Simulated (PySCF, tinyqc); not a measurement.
A ladder of methods, and size consistency: correlation methods against full CI in the sto-3g basis, for H4, spin multiplicity 1. Computed by the program tinyqc with PySCF. 

Geometry (angstrom):
```
atom       x       y       z
H     0.0000  0.0000  0.0000
H     0.0000  0.0000  1.1880
H     0.0000  0.9300  0.0000
H     0.0000  0.9300  1.1880
```

RHF energy of one = -1.960519 hartree

All electrons correlated; +Q is the Davidson correction (1 - c0^2) E_corr. The last columns treat two copies 100 angstrom apart as one system. FCI is the lowest singlet.

Correlation energies (hartree):
```
method   E_corr of one  share of FCI (%)  E_corr of two at 100 angstrom  two minus twice one (mhartree)
MP2          -0.046077           58.4323                      -0.092155                          0.0000
CISD         -0.076634           97.1818                      -0.143270                          9.9975
CISD+Q       -0.082470          104.5835                      -0.160521                          4.4197
CCSD         -0.078867          100.0143                      -0.157734                          0.0000
CCSD(T)      -0.078867          100.0143                      -0.157734                          0.0000
FCI          -0.078856          100.0000                              -                               -
```

MP2 recovers 58 %, CISD 97.2 % and CCSD 100.0 % of the FCI value (c0^2 = 0.924 in CISD). MP2 and coupled cluster are size consistent, so their last column vanishes; CISD loses 10.00 mhartree, since a double excitation on each copy is a quadruple of the pair, and the Davidson correction leaves +4.42. The restricted reference is unstable here: a spin-polarised solution lies 0.0053 hartree lower (PySCF), so results built on it describe a poor reference.
